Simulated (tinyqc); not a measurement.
# Mean barrier and spread from two temperatures

Question. For a Gaussian spread of Schottky barriers the apparent height is phi_ap = phi - sg^2/(2 Vt), Vt = kB T/q. Find sg and phi.

Constants: q = 1.602176634e-19 C, kB = 1.380649e-23 J/K. Results are converted to the units shown.

phi_ap(0) at 150 and 300 K (eV): 0.68038991  0.70019496

Solution. phi_ap is linear in 1/(2 Vt) with slope -sg^2 and intercept phi.

sg = 0.0320 eV
phi = 0.720 eV

Numbers from tinyqc (`OMP_NUM_THREADS=1 python tinyqc.py 2640063 2640064 out.jsonl`; about 0.01 s on one thread of a shared Intel Xeon 2.30GHz).
